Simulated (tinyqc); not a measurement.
Inside a calculation. Method: CIS and TDHF on RHF in the sto-6g basis, for H3+, spin multiplicity 1. One step of it, computed by the program tinyqc.

Question. TDHF (RPA) triplet states. B(ia,jb) = - (ib|ja); the squared energies are the eigenvalues of (A - B)(A + B); 1 hartree = 27.211386 eV.

CIS matrix A, triplet (hartree):
```
,1>2,1>3
1>2,0.432876,0.000000
1>3,0.000000,0.433200
```

Two-electron integrals over orbitals (pq|rs), unique and non-zero (hartree):
```
p,q,r,s,(pq|rs)
1,1,1,1,0.571277
2,1,1,1,-0.000021
2,1,2,1,0.144768
2,2,1,1,0.557018
2,2,2,1,0.034253
2,2,2,2,0.643726
3,1,1,1,0.000055
3,1,2,2,-0.092069
3,1,3,1,0.144773
3,2,1,1,5.87e-09
3,2,2,1,-0.092117
3,2,2,2,-0.000022
3,2,3,1,-0.034244
3,2,3,2,0.077676
3,3,1,1,0.557088
3,3,2,1,-0.034262
3,3,2,2,0.488488
3,3,3,1,0.092093
3,3,3,2,0.000022
3,3,3,3,0.643754
```

Give: TDHF matrix B, triplet; squared energies w^2; TDHF energies from the positive w^2.

Answer.

TDHF matrix B, triplet (hartree):
```
,1>2,1>3
1>2,-0.145,0.000
1>3,0.000,-0.145
```

squared energies w^2 (hartree^2): 0.166  0.167

TDHF energies from the positive w^2 (eV): 11.101  11.110
